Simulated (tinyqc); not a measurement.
Comparisons within one model: quasiparticle equation with a plasmon-pole self-energy for two band edges. A value that a table varies takes the place of the one given here.

For each edge E = e + X + Sc(E), with the correlation part Sc(E) = A[0]/(E - a + w) + A[1]/(E - b - w); a and b are the valence and conduction energies that enter the Green function (a = ev, b = ec in the one-shot scheme). Z = 1/(1 - dSc/dE), dSc/dE = -A[0]/(E - a + w)^2 - A[1]/(E - b - w)^2.

Inputs chosen for the exercise (scales of the order of those of GaN; not measured data):
- ev = 0 eV (mean-field valence top)
- ec = 1.84 eV (mean-field conduction edge)
- w = 17 eV (pole energy)
- Av = (54.5, 20) eV^2 (weights of the valence state on the hole and electron poles)
- Ac = (26.1, 46.9) eV^2 (the same for the conduction state)
- Xv = -3.54 eV (exchange minus the mean-field potential, valence)
- Xc = 2 eV (the same, conduction)

## Schemes compared

Z = 1; linearised; exact one-shot; energies updated in G (a, b); updated in G and W, where w grows by half of the opening of the gap (a rule chosen for the exercise).

Results (eV):

| scheme | Ev | Ec | gap | opening |
|---|---|---|---|---|
| mean field | 0.000 | 1.840 | 1.840 | 0.000 |
| Z = 1 | -1.396 | 2.467 | 3.862 | 2.022 |
| linearised | -1.121 | 2.347 | 3.468 | 1.628 |
| one-shot, exact | -1.112 | 2.346 | 3.458 | 1.618 |
| update G | -1.303 | 2.345 | 3.648 | 1.808 |
| update G and W | -1.428 | 2.429 | 3.858 | 2.018 |

The openings run from 1.618 (one-shot, exact) to 2.022 eV (Z = 1). Linearising moves the gap by 10 meV, updating G +190 meV and updating W a further +210 meV: once Z is kept, the level of self-consistency matters more than linearising.

## The starting point

The mean-field gap is opened by d (ev lowered by d/2, ec raised by d/2) and X is changed by the opposite amounts, so that e + X stays; one-shot and G-updated gaps.

Gaps (eV):

| d | start | one-shot | update G |
|---|---|---|---|
| 0.0 | 1.840 | 3.4578 | 3.6480 |
| 0.2 | 2.040 | 3.4791 | 3.6480 |
| 0.4 | 2.240 | 3.5002 | 3.6480 |
| 0.6 | 2.440 | 3.5211 | 3.6480 |
| 0.9 | 2.740 | 3.5521 | 3.6480 |
| 1.2 | 3.040 | 3.5827 | 3.6480 |
| 1.6 | 3.440 | 3.6229 | 3.6480 |

The one-shot gap moves by a fraction 0.10 of any change of the starting gap, while the updated gap, 3.6480 eV, does not depend on it. The two agree where the start already equals the result, near d = 1.81 eV. A real change of starting point alters the orbitals and the screening too; this model holds both fixed.

## What each parameter does

Exact one-shot edges and Z of the valence state there. Each row changes one parameter from the base and keeps the others.

Results:

| case | Ev (eV) | Ec (eV) | gap (eV) | Z |
|---|---|---|---|---|
| base | -1.1121 | 2.3457 | 3.4578 | 0.7898 |
| w = 17.85 eV | -1.2194 | 2.4134 | 3.6328 | 0.8046 |
| Xv = -3.64 eV | -1.1910 | 2.3457 | 3.5368 | 0.7887 |
| Xc = 2.1 eV | -1.1121 | 2.4262 | 3.5383 | 0.7898 |
| ec = 1.94 eV | -1.1082 | 2.4401 | 3.5483 | 0.7902 |
| Av = (57.22, 20) eV^2 | -0.9779 | 2.3457 | 3.3236 | 0.7850 |
| Ac = (26.1, 49.24) eV^2 | -1.1121 | 2.2322 | 3.3443 | 0.7898 |

The largest shifts from the base row, up to three for each result and ties (the steps differ in size, so this ranks the rows, not the parameters). Ev (eV): Av +0.1342, w -0.1073, Xv -0.0789; unchanged at the printed digits by Xc and Ac. Ec (eV): Ac -0.1135, ec +0.0944, Xc +0.0805; unchanged at the printed digits by Xv and Av. gap (eV): w +0.1750, Av -0.1342, Ac -0.1135. Z: w +0.0148, Av -0.0048, Xv -0.0011; unchanged at the printed digits by Xc and Ac.

Run: tinyqc, `OMP_NUM_THREADS=1 python tinyqc.py 1881002 1881003 out.jsonl`; Intel(R) Xeon(R) Processor @ 2.30GHz, one thread, shared host; about 0.02 s of CPU time with all checks.
